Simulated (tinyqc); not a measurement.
Doping level: carrier statistics of a doped semiconductor with parabolic bands.

Eg(T) = Eg0 - al T^2/(T + be); m_de = Mv^(2/3) (ml mt^2)^(1/3); m_dh = (mhh^(3/2) + mlh^(3/2))^(2/3); Nc and Nv from N = 2 (m kB T/(4 pi c))^(3/2) with c = hbar^2/2m0, in 1/angstrom^3; times 1e24 for 1/cm^3.

Energies are counted from Ev, so Ec = Eg. n = Nc F_1/2((EF - Eg)/kT), p = Nv F_1/2(-EF/kT), ND+ = ND/(1 + 2 exp((EF - Eg + ED)/kT)), NA- = NA/(1 + 4 exp((EA - EF)/kT)); neutrality asks p + ND+ = n + NA-. F_j(eta) = (1/Gamma(j + 1)) integral_0^infinity x^j dx/(1 + exp(x - eta)), which tends to exp(eta) for eta << 0.

Constants: hbar^2/2m0 = 3.80998211 eV angstrom^2; kB = 8.617333262e-05 eV/K.

Parameters, chosen for this exercise (near those of InSb; shifted at random, so the results belong to these values and not to a real crystal): Eg0 = 0.2348 eV (gap at 0 K); al = 0.000336 eV/K (Varshni alpha); be = 167 K (Varshni beta); ml = 0.0133 m0 (longitudinal electron mass); mt = 0.0133 m0 (transverse electron mass); Mv = 1 (equivalent valleys); mhh = 0.405 m0 (heavy-hole mass); mlh = 0.0153 m0 (light-hole mass); ED = 0.00103 eV (donor level below Ec); EA = 0.0106 eV (acceptor level above Ev); T = 300 K.

Only acceptors are present (ND = 0); eta is the distance of EF beyond the valence edge in units of kT.

Neutral state:

| NA (1/cm^3) | EF (eV) | majority (1/cm^3) | ionised share | eta |
|---|---|---|---|---|
| 1.0e+14 | 0.1533 | 1.73e+16 | 0.984 | -5.93 |
| 1.0e+15 | 0.1526 | 1.78e+16 | 0.984 | -5.90 |
| 1.0e+16 | 0.1458 | 2.31e+16 | 0.979 | -5.64 |
| 1.0e+17 | 0.1091 | 9.54e+16 | 0.919 | -4.22 |
| 1.0e+18 | 0.0597 | 6.26e+17 | 0.625 | -2.31 |
| 3.0e+18 | 0.0397 | 1.31e+18 | 0.435 | -1.54 |
| 1.0e+19 | 0.0198 | 2.63e+18 | 0.263 | -0.77 |
| 3.0e+19 | 0.0024 | 4.63e+18 | 0.154 | -0.09 |

What can be read from this table?

The impurity level lies at 0.0106 eV. The ionised share falls from 0.984 to 0.154 as EF passes through it between 1e+19 and 3e+19 1/cm^3 (share 1/5 there); it is below one half from 3e+18 1/cm^3 on. Over the last two rows the doping grows threefold and the majority density by a factor 1.76. EF comes within 3 kT of the majority band edge from 1e+18 1/cm^3 on. With a gap of only 6.6 kT the crystal is intrinsic at low doping, and EF can lie near or inside the band with the lighter mass. Above roughly 7e+17 1/cm^3 (N^(1/3) a = 0.26, with the radius a = sqrt(c/(m E)) from the ionisation energy E and the mass mhh) the levels merge with the band and real ionisation is complete; sharp levels then overstate freeze-out.

(tinyqc, `OMP_NUM_THREADS=1 python tinyqc.py 1680264 1680265 out.jsonl`, Intel(R) Xeon(R) Processor @ 2.30GHz, 1 thread, shared host, about 0.01 s.)
